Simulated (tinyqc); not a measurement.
## Sneak paths and read margin

Worst-case read of an N x N array without selectors, ideal wires, unselected lines floating and all unselected cells in the low state with resistance K Ron: the sneak path is Rsn = K Ron [2/(N - 1) + 1/(N - 1)^2], in parallel with the selected cell Rc. A sense resistor Ron to ground gives Vout = Vr Ron/(Ron + Rc Rsn/(Rc + Rsn)); margin = [Vout(Rc = Ron) - Vout(Rc = ra Ron)]/Vr.

Inputs (values chosen for the exercise): resistance of the low state Ron = 20 kohm; ratio Roff/Ron ra = 100; factor by which unselected cells are more resistive K = 1; read voltage Vr = 0.3 V.

Sneak paths and read margin:
```
N,Rsn (kohm),"Vout, low state (mV)","Vout, high state (mV)",margin (%)
2,60.00,171.4,76.67,31.58
3,25.00,192.9,134.3,19.53
4,15.56,208.7,169.3,13.12
8,6.122,243.0,229.9,4.395
16,2.756,267.6,263.7,1.293
32,1.311,282.6,281.6,0.3528
64,0.6400,291.0,290.7,0.09228
128,0.3162,295.4,295.3,0.02361
256,0.1572,297.7,297.7,0.005972
```

What does the comparison show?

The margin falls from 31.6 to 0.00597 %; a lone cell has 49.0 %. It first drops below 10 % at N = 8 among the rows, where Rsn = 0.31 Ron. Between the last two rows it goes as N^(-1.98).

Computed by the program tinyqc: `OMP_NUM_THREADS=1 python tinyqc.py 2880016 2880017 out.jsonl`, one thread of a shared Intel Xeon 2.30GHz, about 0.02 s for the whole run.
